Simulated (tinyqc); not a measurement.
## Trap density and cross-section from triangular pulses

Problem. In charge pumping, for a flat interface trap density D0 and a symmetric triangular wave, Qcp = -2 q A D0 Vt ln[vth s ni (dV/Va)/(2 f)], with s the geometric mean cross-section. Find D0, the frequency f0 where the line meets zero, and s.

Parameters, values chosen for the exercise:
- T = 350 K (temperature)
- A = 0.74 um^2 (gate area)
- vth = 1.9e7 cm/s (thermal velocity at 350 K, one nominal value for electrons and holes)
- dV = 0.73 V (Vth - Vfb)
- Va = 1.7 V (pulse height)

Constants: q = 1.602176634e-19 C, kB = 1.380649e-23 J/K, Vt = kB T/q. Results are converted to the units shown.

Qcp at f = 20000 and 5e5 Hz (fC): 0.36808258  0.57987240
ni = 1.1996663e11 cm^-3

Solution. Qcp is linear in ln f: the slope gives D0 and the zero gives s = 2 f0 Va/(vth ni dV).

D0 = 9.200e11 cm^-2 eV^-1
f0 = 74.38 Hz
s = 1.520e-16 cm^2

tinyqc, about 0.01 s, one thread, Intel Xeon 2.30GHz (shared host): `OMP_NUM_THREADS=1 python tinyqc.py 2030086 2030087 out.jsonl`
